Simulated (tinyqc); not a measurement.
Metal gate on a two-layer dielectric stack with fixed charge and a dipole: flat band against the thickness t2.

Gate, layer 2, layer 1, p-type semiconductor; x runs from the gate inwards. Charges are counted in units of +q. psi is the band bending at the surface, positive towards inversion. Classical charge, Boltzmann statistics, no interface traps.

EOT = 3.9 (t1/e1 + t2/e2), Cox = eps0/(t1/e1 + t2/e2); phi_ms = pM - (chi + Eg - Vt ln(Nv/Na)). Vfb = phi_ms + Vd - (q/eps0) [Q1 (t1/e1 + t2/e2) + Q2 t2/e2 + r1 (t1^2/(2 e1) + t1 t2/e2) + r2 t2^2/(2 e2)]: each charge counts with its electrical distance from the gate. ni = sqrt(Nc Nv) exp(-Eg/(2 Vt)), Eg in volts, pB = Vt ln(Na/ni), Vth = Vfb + 2 pB + sqrt(4 q eps0 eps_r Na pB)/Cox.

Inputs (values chosen for the exercise); band and dielectric values close to those of silicon, layer 1 close to silicon dioxide, layer 2 close to hafnium oxide:
- T = 350 K (temperature)
- Eg = 1.13 eV (band gap)
- eps_r = 11.7 (relative permittivity)
- Nc = 3.53e19 cm^-3 (conduction-band density of states at T)
- Nv = 3.29e19 cm^-3 (valence-band density of states at T)
- chi = 3.98 eV (electron affinity)
- Na = 7.5e17 cm^-3 (acceptor density)
- pM = 4.52 eV (work function of the gate metal)
- t1 = 0.6 nm (thickness of layer 1, next to the semiconductor)
- e1 = 3.81 (relative permittivity of layer 1)
- e2 = 22.7 (relative permittivity of layer 2)
- Q1 = 9.1e10 cm^-2 (fixed charge at the semiconductor interface)
- Q2 = 4.4e11 cm^-2 (fixed charge between the layers)
- r1 = 0 cm^-3 (uniform charge density in layer 1)
- r2 = 0 cm^-3 (uniform charge density in layer 2)
- Vd = 0.19 V (flat-band shift by a dipole layer between the layers)

Constants: q = 1.602176634e-19 C, kB = 1.380649e-23 J/K, Vt = kB T/q, eps0 = 8.8541878128e-14 F/cm where lengths are in cm. Results are converted to the units shown.

Flat band against the thickness t2:

| t2 (nm) | EOT (nm) | Vfb (V) | Vth (V) |
|---|---|---|---|
| 1 | 0.78598 | -0.29278 | 0.71474 |
| 1.7 | 0.90624 | -0.29575 | 0.72826 |
| 2.4 | 1.0265 | -0.29871 | 0.74178 |
| 3.1 | 1.1468 | -0.30167 | 0.75530 |
| 3.9 | 1.2842 | -0.30506 | 0.77075 |
| 4.6 | 1.4045 | -0.30802 | 0.78428 |
| 5.3 | 1.5247 | -0.31098 | 0.79780 |
| 6 | 1.6450 | -0.31395 | 0.81132 |

Vfb falls from -0.293 to -0.314 V and Vth rises from 0.715 to 0.811 V. The slope dVfb/dEOT is -24.6 mV/nm between the first two rows and -24.6 between the last two: a straight line, set by the charge below the growing layer, which reads as 5.31e11 cm^-2. A line through the end rows meets EOT = 0 at -0.273 V, against phi_ms + Vd = -0.286 V; an effective work function read from it is off by 203 mV from pM.

Numbers from tinyqc (`OMP_NUM_THREADS=1 python tinyqc.py 2010064 2010065 out.jsonl`; about 0.01 s on one thread of a shared Intel Xeon 2.30GHz).
